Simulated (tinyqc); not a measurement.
# Dose and depth of a threshold implant

Problem. A sheet of D acceptors per cm^2 lies at depth xi inside the depleted layer of a body doped Na. In the depletion approximation VT = Vfb + f2 + q D/Cox + gamma sqrt(f2 + Vsb - q D xi/(eps0 eps_r)), gamma = sqrt(2 eps0 eps_r q Na)/Cox, Cox = eps0 eox/tox. Find gamma, D and xi.

Inputs (values chosen for the exercise); band and dielectric values close to those of silicon: relative permittivity eps_r = 11.6; acceptor density deep in the body Na = 2.8e16 cm^-3; relative permittivity of the gate insulator (close to aluminium oxide) eox = 9.18; insulator thickness tox = 14 nm; flat-band voltage Vfb = -0.47 V; band bending 2 phiF at threshold f2 = 0.681 V.

Constants: q = 1.602176634e-19 C, eps0 = 8.8541878128e-14 F/cm where lengths are in cm. Results are converted to the units shown.

VT against the source at Vsb = 0 and 2.8 V (V): [0.39964079, 0.57652996]

Solution. With y^2 = f2 - q D xi/(eps0 eps_r) and d the difference of the thresholds over gamma, sqrt(y^2 + Vsb) - y = d gives y = (Vsb - d^2)/(2 d). The first threshold then gives D, and y^2 gives xi.

gamma = 0.1653 V^0.5
D = 2.200e11 cm^-2
xi = 24.00 nm

Computed by the program tinyqc: `OMP_NUM_THREADS=1 python tinyqc.py 2080161 2080162 out.jsonl`, one thread of a shared Intel Xeon 2.30GHz, about 0.4 s for the whole run.
